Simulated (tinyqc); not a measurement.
Schemes compared: quasiparticle equation with a plasmon-pole self-energy for two band edges.

For each edge E = e + X + Sc(E), with the correlation part Sc(E) = A[0]/(E - a + w) + A[1]/(E - b - w); a and b are the valence and conduction energies that enter the Green function (a = ev, b = ec in the one-shot scheme). Z = 1/(1 - dSc/dE), dSc/dE = -A[0]/(E - a + w)^2 - A[1]/(E - b - w)^2.

Values chosen for the exercise (scales of the order of those of GaN; shifted at random, so the results belong to these values and not to a real crystal):
```
symbol  value         unit  meaning
ev      0             eV    mean-field valence top
ec      1.86          eV    mean-field conduction edge
w       17            eV    pole energy
Av      (39.1, 16)    eV^2  weights of the valence state on the hole and electron poles
Ac      (13.8, 34.1)  eV^2  the same for the conduction state
Xv      -2.57         eV    exchange minus the mean-field potential, valence
Xc      2.23          eV    the same, conduction
```

Z = 1; linearised; exact one-shot; energies updated in G (a, b); updated in G and W, where w grows by half of the opening of the gap (a rule chosen for the exercise).

Results (eV):
```
scheme               Ev     Ec    gap  opening
mean field        0.000  1.860  1.860    0.000
Z = 1            -1.118  2.816  3.934    2.074
linearised       -0.948  2.686  3.634    1.774
one-shot, exact  -0.943  2.683  3.626    1.766
update G         -1.040  2.748  3.788    1.928
update G and W   -1.131  2.828  3.958    2.098
```

What does the comparison show?

The openings run from 1.766 (one-shot, exact) to 2.098 eV (update G and W). Linearising moves the gap by 8 meV, updating G +162 meV and updating W a further +171 meV: once Z is kept, the level of self-consistency matters more than linearising.

Program tinyqc; command `OMP_NUM_THREADS=1 python tinyqc.py 1850209 1850210 out.jsonl`; about 0.03 s on one thread of a shared Intel(R) Xeon(R) Processor @ 2.30GHz.
